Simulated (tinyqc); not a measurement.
Worked calculation: deformation potentials from a strained empirical pseudopotential. Values are carried at full precision from step to step, so a last printed digit may differ when a step is redone from the rounded ones.

Diamond lattice, no spin-orbit coupling. Atomic form factor V(q) = a1 (q^2 - a2)/(a3 exp(a4 q^2) - 1) in rydberg with q in 1/bohr, for the unstrained cell. Under a strain e the reciprocal vectors and k go over into (1 + e)^(-1) G, the atoms sit at +/- tau with tau = (1 + e) a (1,1,1)/8 - zeta a (eyz, ezx, exy)/4, and H(G,G') = c |k + G|^2 delta + (V(q)/det(1 + e)) cos(q.tau), q = G - G', with the term q = 0 left out; c = hbar^2/2m0. The basis is fixed before straining: all G with |k + G|^2 up to 16 (2 pi/a)^2. k is given in units of 2 pi/a of the unstrained cell.

Constants: a0 (Bohr radius) = 0.5291772105 angstrom; hbar^2/2m0 = 3.80998211 eV angstrom^2; Ry = 13.60569312 eV.

Parameters, chosen for this exercise (a germanium-sized cell with gaps well above those of Ge; the results hold for these values, not for the real material):

| symbol | value | unit | meaning |
|---|---|---|---|
| a | 5.669 | angstrom | lattice constant |
| A | (0.399, 2.43, 2.079, 0.457) |  | a1 (Ry bohr^2), a2 (1/bohr^2), a3, a4 (bohr^2) |
| h | 0.005 |  | size of the test strain |
| kD | 0.82 | 2 pi/a | position of the Delta minimum |
| zeta | 0.46 |  | internal-strain parameter |

## Form factors, unstrained and under a volume change

q^2 = n (2 pi/a)^2 a0^2 for the shells n = 3, 8, 11; for e = h 1, q^2 is divided by (1 + h)^2 and V by (1 + h)^3. Last column: the change divided by the relative change of volume, (1 + h)^3 - 1.

Form factors:

| n | q^2 (1/bohr^2) | V (Ry) | V expanded (Ry) | dV/(dVol/Vol) (Ry) |
|---|---|---|---|---|
| 3 | 1.03198 | -0.23922 | -0.23899 | 0.0153 |
| 8 | 2.75194 | 0.02035 | 0.01861 | -0.1151 |
| 11 | 3.78392 | 0.05040 | 0.04919 | -0.0803 |

## Gaps under a volume change

e = -h 1, 0, +h 1; gaps from the valence top to the s-like level at Gamma (level 5), and to level 5 at (kD,0,0) and (1/2,1/2,1/2).

Gaps (eV):

| gap | e = -h | e = 0 | e = +h |
|---|---|---|---|
| Gamma, s-like | 1.63306 | 1.49951 | 1.36710 |
| Delta | 1.22775 | 1.24061 | 1.25182 |
| L | 1.13541 | 1.09186 | 1.04794 |

## Hydrostatic deformation potentials

a = [E(+h) - E(-h)]/(3 ln((1 + h)/(1 - h))).

a of the gaps to Gamma, Delta, L (eV): -8.87  0.80  -2.92

Compression opens the Gamma gap, opens the L gap and closes the Delta gap. Only differences are defined here: the absolute shifts depend on the mean potential, which this model leaves out.

## Tetragonal strain

e = diag(-h/2, -h/2, h). Level 5 at (kD,0,0) and (0,0,kD), and levels 2 to 4 at Gamma, all from the mean of the three valence levels.

Delta x, Delta z (eV): 1.22123  1.27929

valence levels (eV): -0.04460  0.02230  0.02230

## Xu of the Delta valleys and b

For e = diag(-h/2, -h/2, h): E(Delta z) - E(Delta x) = Xu (ezz - exx), and without spin-orbit coupling E(Z) - E(X, Y) = 3 b (ezz - exx); Z is the single level, X and Y the pair.

Xu = 7.74 eV
b = -2.97 eV

Stretching along z raises the valleys on the z axis and lowers the Z valence state. One-sided differences carry an error of order h. A local potential fitted to band energies alone fixes these slopes only roughly; b tends to come out too large and Xu of L too small.

## Trigonal strain

exy = eyz = ezx = h, with the internal displacement. Level 5 at (1/2,1/2,1/2) and (1/2,-1/2,-1/2), and levels 2 to 4 at Gamma, from the mean of the three valence levels.

L [111], L [1-1-1] (eV): 1.20225  1.05441

valence levels (eV): -0.04541  0.02271  0.02271

## Xu of the L valleys and d

For the tensor strain exy = eyz = ezx = h: E(L [111]) - E(L [1-1-1]) = (8/3) Xu h, and E(single valence level) - E(pair) = 3 sqrt(3) d h. Find Xu and d.

Xu (L) = 11.09 eV
d = -2.62 eV

## Checks

- Level 5 at (kD,0,0) and (0,kD,0) under the tetragonal strain (eV): both 10.3745.

Computed by tinyqc, a small Python program: `OMP_NUM_THREADS=1 python tinyqc.py 1850967 1850968 out.jsonl` (the numbers bound the seed that draws the inputs); one thread of a shared host (Intel(R) Xeon(R) Processor @ 2.30GHz), about 0.2 s for the whole set of steps.
